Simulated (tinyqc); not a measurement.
One-diode model of a solar cell: one step of the calculation.

J is the current delivered and Vj = V + J Rs the junction voltage. J = X JL - J01 (exp(Vj/(n1 Vt)) - 1) - Vj/Rp. The photocurrent does not depend on voltage.

Task. Figures of merit. Jsc at V = 0, Voc at J = 0, the maximum power point where J (1 + 2 Rs G) = G Vj with G = -dJ/dVj; FF = Vmp Jmp/(Voc Jsc); efficiency Vmp Jmp/(X Pin). Empirical fill factor without parasitics FF0 = (v - ln(v + 0.72))/(v + 1), v = Voc/(n1 Vt).

Values chosen for this exercise; values of the order met in cells of a lead-halide perovskite:
```
symbol    value      unit                          meaning
T        298.15         K                      temperature
JL         22.4   mA/cm^2          photocurrent at one sun
X             1      suns                    concentration
J01     3.7e-13    A/cm^2  saturation current of the diode
n1         1.63               ideality factor of the diode
Rs            0  ohm cm^2                series resistance
Rp          600  ohm cm^2                 shunt resistance
Pin         100   mW/cm^2        incident power at one sun
```

Constants: q = 1.602176634e-19 C, kB = 1.380649e-23 J/K, Vt = kB T/q. Results are converted to the units shown.

Give: Jsc; Voc; Vmp; Jmp; FF; efficiency; FF0.

Result.

Jsc = 22.400 mA/cm^2
Voc = 1.0363 V
Vmp = 0.90315 V
Jmp = 20.036 mA/cm^2
FF = 0.77948
efficiency = 18.095 %
FF0 = 0.83542

FF is 6.7 % below FF0. Removing one loss at a time changes the efficiency by: shunt +1.37 points.

Program tinyqc, `OMP_NUM_THREADS=1 python tinyqc.py 2280113 2280114 out.jsonl`; Intel Xeon 2.30GHz, shared host, one thread, about 0.01 s.
